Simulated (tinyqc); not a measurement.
Inside a calculation. Method: bound state in one dimension: Numerov shooting, finite differences, DVR. Computed by tinyqc, a small Python program that keeps every step. Settings: points = 48. Command: `OMP_NUM_THREADS=1 python tinyqc.py 20272 20273 out.jsonl` (the two numbers bound the seeds that draw the settings). One thread of a shared host (Intel(R) Xeon(R) Processor @ 2.60GHz), about 0.01 s of CPU time with the checks.

## Numerov steps at E = 0.1

One particle of mass 1 in V = 3.19 (x^2 - 2.04^2)^2 / 2.04^4 (atomic units), psi = 0 at both ends:
```
parameter,value
left end,-3.400000
right end,3.400000
intervals,48
h,0.141667
state sought (nodes),0
```

k_i = 2 m (E - V_i); (1 + h^2 k_(i+1)/12) y_(i+1) = 2 (1 - 5 h^2 k_i/12) y_i - (1 + h^2 k_(i-1)/12) y_(i-1), from y_0 = 0, y_1 = 0.001.

Points along the way:
```
i,x,V,k,y
0,-3.400000,10.081975,-19.963951,0.000000
1,-3.258333,7.675043,-15.150086,0.001000
2,-3.116667,5.677677,-11.155354,0.002296
3,-2.975000,4.049814,-7.899629,0.004100
4,-2.833333,2.753174,-5.306348,0.006547
5,-2.691667,1.751255,-3.302509,0.009683
16,-1.133333,1.524743,-2.849486,0.067663
17,-0.991667,1.860509,-3.521017,0.081325
18,-0.850000,2.178510,-4.157021,0.100799
19,-0.708333,2.467175,-4.734349,0.128779
20,-0.566667,2.716708,-5.233417,0.169137
21,-0.425000,2.919100,-5.638199,0.227464
```

## Bisection on the node count

With more sign changes than the state has nodes (the last point included) the energy is too high, else too low; the bracket starts as 0.1 to 12.

Trials:
```
trial,E,sign changes,y at the right end,next
1,6.05000000,6,3.75e-03,lower
2,3.07500000,3,-8.03e-03,lower
3,1.58750000,2,7.28e-01,lower
4,0.84375000,0,4.11e+00,raise
5,1.21562500,2,2.04e-02,lower
6,1.02968750,0,4.81e-01,raise
7,1.12265625,0,4.81e-02,raise
8,1.16914063,1,-2.90e-04,lower
9,1.14589844,0,1.35e-02,raise
10,1.15751953,0,4.27e-03,raise
11,1.16333008,0,1.43e-03,raise
12,1.16623535,0,4.33e-04,raise
13,1.16768799,0,3.77e-05,raise
14,1.16841431,1,-1.34e-04,lower
...,...,...,...,...
29,1.16784126,0,1.16e-09,raise
30,1.16784127,1,-1.54e-09,lower
31,1.16784127,1,-1.86e-10,lower
```

eigenvalue = 1.16784127 hartree

## The same grid by other methods

Three-point finite differences and the sine-DVR kinetic matrix of Colbert and Miller on the same points.

Lowest levels (hartree):
```
state,finite differences,DVR
0,1.164833,1.167863
1,1.180731,1.183759
2,2.957813,2.964659
```
